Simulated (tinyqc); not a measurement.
# Space-charge-limited current with shallow traps, step by step

Computed by the program tinyqc: `OMP_NUM_THREADS=1 python tinyqc.py 2370129 2370130 out.jsonl`, one thread of a shared Intel Xeon 2.30GHz, about 0.01 s for the whole run. Printed values are rounded.

One carrier type, drift only, an injecting contact at x = 0 (zero field) and thickness L. The share th = y/(1 + y), y = (Nc/Nt) exp(-Et/kB T), of the injected charge is free: J = q mu n F, eps0 eps_r dF/dx = q (n - n0)/th.

Values chosen for this exercise:
- T = 250 K (temperature)
- eps_r = 6.8 (relative permittivity)
- mu = 0.0019 cm^2/(V s) (mobility)
- L = 810 nm (thickness)
- Nc = 2e19 cm^-3 (band density of states)
- Nt = 9.4e16 cm^-3 (trap density)
- Et = 0.41 eV (trap depth)
- n0 = 2e9 cm^-3 (free carrier density in equilibrium)
- V = 23 V (voltage)

Constants: q = 1.602176634e-19 C, kB = 1.380649e-23 J/K, Vt = kB T/q, eps0 = 8.8541878128e-14 F/cm where lengths are in cm. Results are converted to the units shown.

Range of the model: Diffusion and a field-dependent mobility are left out. With injecting contacts the diffusion current, about 4 pi^2 Vt th eps0 eps_r mu V/L^3, equals the Mott-Gurney current at V = 35 kB T/q (0.9 V at 300 K), so the drift-only result needs V well above that.

## Limits and characteristic voltages

Ohmic J = q n0 mu V/L; Mott-Gurney J = (9/8) th eps0 eps_r mu V^2/L^3; they cross at Vx = 8 q n0 L^2/(9 th eps0 eps_r); traps fill at V_TFL = q Nt L^2/(2 eps0 eps_r).

th = 1.15522e-6
ohmic J = 1.72877e-7 A/cm^2
Mott-Gurney J = 1.47989e-6 A/cm^2
Vx = 2.68680 V
V_TFL = 82.0579 V

## The exact current

Exact: with u = n0/n(L), w = -u - ln(1 - u) and v = -u - u^2/2 - ln(1 - u), V = (q n0 L^2/(th eps0 eps_r)) v/w^2 and J = q^2 n0^2 mu L/(th eps0 eps_r w). v/w^2 falls steadily with u, so u follows by bisection.

v/w^2 = 7.60923
u = 0.158684
w = 0.0141040
J = 1.61085e-6 A/cm^2
exit field over V/L = 1.47860

J is 2.5 % below the plain sum of the two limits; the exit field lies between the ohmic 1 and the Mott-Gurney 1.5.
